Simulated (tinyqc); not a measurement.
CIS and TDHF on RHF in the sto-3g basis, frozen core, for BeH2, spin multiplicity 1, step by step. One step of it, computed by the program tinyqc.

Task: CIS matrix, singlets. A(ia,jb) = (e_a - e_i) d_ij d_ab + 2 (ia|jb) - (ij|ab).

orbital energies (hartree): MO1 -4.538113, MO2 -0.406001, MO3 -0.361601, MO4 0.213342, MO5 0.213342, MO6 0.326315, MO7 0.645167

Two-electron integrals over orbitals (pq|rs), unique and non-zero (hartree); the lowest 1 orbital is frozen and left out:
```
p,q,r,s,(pq|rs)
2,2,2,2,0.367656
3,2,2,2,0.008693
3,2,3,2,0.156127
3,3,2,2,0.377737
3,3,3,2,-0.007132
3,3,3,3,0.401956
4,2,4,2,0.047056
4,3,4,2,-0.000852
4,3,4,3,0.011874
4,4,2,2,0.349349
4,4,3,2,-0.000106
4,4,3,3,0.328301
4,4,4,4,0.449859
5,2,5,2,0.047056
5,3,5,2,-0.000852
5,3,5,3,0.011874
5,4,5,4,0.024249
5,5,2,2,0.349349
5,5,3,2,-0.000106
5,5,3,3,0.328301
5,5,4,4,0.401360
5,5,5,5,0.449859
6,2,2,2,-0.012216
6,2,3,2,-0.002692
6,2,3,3,-0.040030
6,2,4,4,0.071492
6,2,5,5,0.071492
6,2,6,2,0.084963
6,3,2,2,-0.004674
6,3,3,2,-0.091845
6,3,3,3,0.005741
6,3,4,4,-0.002856
6,3,5,5,-0.002856
6,3,6,2,-0.001316
6,3,6,3,0.089253
6,4,4,2,0.046270
6,4,4,3,-0.001296
6,4,6,4,0.048546
6,5,5,2,0.046270
6,5,5,3,-0.001296
6,5,6,5,0.048546
6,6,2,2,0.369650
6,6,3,2,-0.001899
6,6,3,3,0.381055
6,6,4,4,0.347350
6,6,5,5,0.347350
6,6,6,2,-0.026415
6,6,6,3,0.002261
6,6,6,6,0.386940
7,2,2,2,-0.002140
7,2,3,2,-0.037816
7,2,3,3,0.000984
7,2,4,4,0.002309
7,2,5,5,0.002309
7,2,6,2,0.003856
7,2,6,3,0.063277
7,2,6,6,-0.000103
7,2,7,2,0.057692
7,3,2,2,0.002279
7,3,3,2,-0.000400
7,3,3,3,-0.018094
7,3,4,4,0.072961
7,3,5,5,0.072961
7,3,6,2,0.080584
7,3,6,3,-0.003825
7,3,6,6,-0.019877
7,3,7,2,0.001947
7,3,7,3,0.088624
7,4,4,2,0.000808
7,4,4,3,0.013070
7,4,6,4,0.000323
7,4,7,4,0.017026
7,5,5,2,0.000808
7,5,5,3,0.013070
7,5,6,5,0.000323
7,5,7,5,0.017026
7,6,2,2,0.007208
7,6,3,2,0.138311
7,6,3,3,-0.007127
7,6,4,4,0.000085
7,6,5,5,0.000085
7,6,6,2,-0.002057
7,6,6,3,-0.090854
7,6,6,6,-0.002267
7,6,7,2,-0.045049
7,6,7,3,-0.000013
7,6,7,6,0.135183
7,7,2,2,0.392642
7,7,3,2,0.003131
7,7,3,3,0.407312
7,7,4,4,0.373478
7,7,5,5,0.373478
7,7,6,2,-0.014710
7,7,6,3,-0.001673
7,7,6,6,0.402359
7,7,7,2,-0.001125
7,7,7,3,0.006600
7,7,7,6,0.002293
7,7,7,7,0.444394
```

Give: CIS matrix A, singlet.

Result:

CIS matrix A, singlet (hartree), lower triangle:
```
,2>4,2>5,2>6,2>7,3>4,3>5,3>6,3>7
2>4,0.364
2>5,0.000,0.364
2>6,0.000,0.000,0.533
2>7,0.000,0.000,0.001,0.774
3>4,-0.002,0.000,0.000,0.000,0.270
3>5,0.000,-0.002,0.000,0.000,0.000,0.270
3>6,0.000,0.000,-0.001,-0.012,0.000,0.000,0.485
3>7,0.000,0.000,0.023,0.001,0.000,0.000,-0.001,0.777
```
